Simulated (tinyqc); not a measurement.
Doping: the thermoelectric optimum: Boltzmann transport in a parabolic band with a power-law relaxation time.

F_j(eta) = (1/Gamma(j + 1)) integral_0^infinity x^j dx/(1 + exp(x - eta)), which tends to exp(eta) for eta << 0.

n = N F_1/2(eta) with N = 2 (m kB T/(4 pi c))^(3/2) with c = hbar^2/2m0, in 1/angstrom^3; times 1e24 for 1/cm^3, m = md.

tau = tau0 x^r with x = E/kT. With K_j = Gamma(j + 1) F_j(eta): <tau> = tau0 (r + 3/2) K_(r+1/2)/((3/2) K_(1/2)); mu = <tau>/(mc m0/e), m0/e = 5.685630e-12 kg/C; Hall factor rH = (3/2) K_(1/2) (2r + 3/2) K_(2r+1/2)/((r + 3/2) K_(r+1/2))^2; Seebeck S = -(kB/e) [(r + 5/2) K_(r+3/2)/((r + 3/2) K_(r+1/2)) - eta]; Lorenz number L = (kB/e)^2 [(r + 7/2) K_(r+5/2)/((r + 3/2) K_(r+1/2)) - ((r + 5/2) K_(r+3/2)/((r + 3/2) K_(r+1/2)))^2]; kB/e in V/K. Valley anisotropy is left out of rH.

Constants: hbar^2/2m0 = 3.80998211 eV angstrom^2; kB = 8.617333262e-05 eV/K.

Parameters, chosen for this exercise (masses near those of Si; tau0 is set for a mobility of the usual size at this n, kL is a free input; freeze-out and phonon drag, which matter near 77 K, are left out; shifted at random, so the results belong to these values and not to a real crystal): md = 1.054 m0 (density-of-states mass); mc = 0.2568 m0 (conductivity mass); tau0 = 11 fs (tau at E = kT); r = 0.5 (exponent of tau); T = 300 K; kL = 23 W/(m K) (lattice thermal conductivity).

tau0 is held fixed. sigma = e n mu with e = 1.602176634e-19 C; ZT = S^2 sigma T/(kL + L sigma T).

Results:
```
n (1/cm^3)    eta  mu (cm^2/(V s))  sigma (S/cm)     rH  S (microvolt/K)  L (1e-8)  S^2 sigma (mW/(m K^2))      ZT
3.0e+17     -4.50              113          5.45  1.104             -647     2.228                   0.228  0.0030
8.0e+17     -3.51              114          14.6  1.103             -562     2.228                   0.461  0.0060
3.0e+18     -2.16              115          55.1  1.101             -449     2.228                    1.11   0.014
8.0e+18     -1.12              117           150  1.095             -364     2.228                    1.99   0.026
2.0e+19     -0.05              122           389  1.084             -287     2.230                    3.20   0.041
3.0e+19      0.48              125           602  1.076             -253     2.233                    3.85   0.049
1.0e+20      2.55              148      2.37e+03  1.044             -158     2.262                    5.90   0.072
3.0e+20      5.85              193      9.26e+03  1.018              -89     2.336                    7.25   0.074
7.0e+20     10.47              248      2.78e+04  1.007              -53     2.394                    7.70   0.054
```

Give the missing row, n (1/cm^3) = 7.0e+19.

Computed row:
```
n (1/cm^3)   eta  mu (cm^2/(V s))  sigma (S/cm)     rH  S (microvolt/K)  L (1e-8)  S^2 sigma (mW/(m K^2))     ZT
7.0e+19     1.83              139      1.56e+03  1.055             -185     2.249                    5.31  0.066
```

|S| falls by 198 microvolt/K from the first to the third row (198 a decade in the non-degenerate range; holes, which count near the intrinsic density, and non-parabolicity are left out). The power factor still rises at the last row, because tau grows with the Fermi energy for this r; ZT is largest at 3e+20 1/cm^3 (eta = 5.85). mu changes by a factor 2.19 over the table and rH goes from 1.104 to 1.007. A real tau0 would fall with doping.

tinyqc: `OMP_NUM_THREADS=1 python tinyqc.py 1682705 1682706 out.jsonl`; about 0.01 s, one thread, shared Intel(R) Xeon(R) Processor @ 2.30GHz.
